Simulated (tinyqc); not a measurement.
Averaged masses of warped heavy- and light-hole bands, step by step. Values are carried at full precision from step to step, so a last printed digit may differ when a step is redone from the rounded ones.

Constants: Ry = 13.60569312 eV; a0 (Bohr radius) = 0.5291772105 angstrom; kB = 8.617333262e-05 eV/K; hbar^2/2m0 = 3.80998211 eV angstrom^2.

Parameters, chosen for this exercise (near those of Ge; the results hold for these values, not for the real material):

| symbol | value | unit | meaning |
|---|---|---|---|
| g1 | 13.49 |  | Luttinger gamma1 |
| g2 | 4.18 |  | gamma2 |
| g3 | 5.7 |  | gamma3 |
| eps | 15.3 |  | dielectric constant |
| mso | 0.09 | m0 | split-off mass |
| Dso | 0.298 | eV | spin-orbit splitting |
| T | 77 | K | temperature |

## Other forms of the parameters

Dresselhaus-Kip-Kittel form E = c [A k^2 -/+ sqrt(B^2 k^4 + C^2 (kx^2 ky^2 + ky^2 kz^2 + kz^2 kx^2))] with A = g1, B = 2 g2, C^2 = 12 (g3^2 - g2^2). Spherical form: mu = (6 g3 + 4 g2)/(5 g1), delta = (g3 - g2)/g1, masses 1/(g1 (1 -/+ mu)). Effective rydberg R* = Ry/(g1 eps^2) and radius a* = a0 g1 eps.

A, B, |C|: 13.490  8.360  13.424

mu, delta: 0.7549  0.1127

spherical masses, heavy and light (m0): 0.3025  0.0422

R* = 4.31 meV
a* = 109.2 angstrom

delta/mu = 0.15 measures the warping against the spherical splitting.

## Masses along six directions

Four-band hole energies E = c k^2 f(u), c = hbar^2/2m0, f = g1 -/+ 2 sqrt(g2^2 + 3 (g3^2 - g2^2) s), s = ux^2 uy^2 + uy^2 uz^2 + uz^2 ux^2 for the unit vector u; minus for heavy, plus for light holes; the mass along u is 1/f.

Give s and both masses.

Masses (m0):

| direction | s | heavy | light |
|---|---|---|---|
| [100] | 0.00000 | 0.1949 | 0.0458 |
| [110] | 0.25000 | 0.3612 | 0.0413 |
| [111] | 0.33333 | 0.4785 | 0.0402 |
| [210] | 0.16000 | 0.2814 | 0.0427 |
| [311] | 0.15702 | 0.2792 | 0.0427 |
| [411] | 0.10185 | 0.2441 | 0.0437 |

The heavy mass grows by a factor of 2.45 from [100] to [111] while the light one shrinks by 12 %; 1/m_heavy + 1/m_light = 2 g1 in every direction.

## Density-of-states masses from three directions

m_d^(3/2) is the angular mean of m(u)^(3/2). The rule mean = (10 F[100] + 16 F[110] + 9 F[111])/35 is exact for cubic harmonics up to sixth order. Total m_d = (m_h^(3/2) + m_l^(3/2))^(2/3).

m^(3/2):

| direction | heavy | light |
|---|---|---|
| [100] | 0.08606 | 0.00979 |
| [110] | 0.21704 | 0.00839 |
| [111] | 0.33096 | 0.00805 |

m_d heavy, light (m0): 0.3521  0.0423

total = 0.3618 m0
share of light holes = 4.0 %

## Averages on a grid

Grid: n x n midpoints in cos(theta) from 0 to 1 and phi from 0 to pi/2, equal weights. m_d = <f^(-3/2)>^(2/3). Conductivity mass for one scattering time: 1/m_c = <|w|^2 f^(-5/2)>/<f^(-3/2)> with w = grad_k(k^2 f)/(2 k), that is |w|^2 = f^2 + |angular gradient of f|^2/4.

Use n = 40.

m_d heavy, light (m0): 0.3315  0.0422

m_c heavy, light (m0): 0.2634  0.0419

The three-direction rule differs from the grid by +6.22 % for heavy holes. Warping makes m_c of the heavy holes 21 % smaller than m_d; on a sphere the two are equal.

## Effective density of states

Nv = 2 (kT/(4 pi c))^(3/2) [m_h^(3/2) + m_l^(3/2) + mso^(3/2) exp(-Dso/kT)], c = hbar^2/2m0, parabolic bands, m_h and m_l the density-of-states masses from the grid; 1 angstrom^-3 = 1e24 cm^-3.

prefactor = 3.2631e+18 cm^-3

the three terms: 0.19083  0.00866  0.00000

Nv = 6.509e+17 cm^-3

shares (%): 95.7  4.3  0.0

kT/Dso = 0.02, small enough for the four-band form.

## Checks

- m_d and m_c of heavy holes for g2 = g3 against 1/(g1 - 2 g3): they agree to 1e-10 or better.
- m_d of heavy holes on grids of 40 and 160: 0.3315 against 0.3314.

tinyqc: `OMP_NUM_THREADS=1 python tinyqc.py 1050986 1050987 out.jsonl`; about 0.01 s, one thread, shared Intel(R) Xeon(R) Processor @ 2.30GHz.
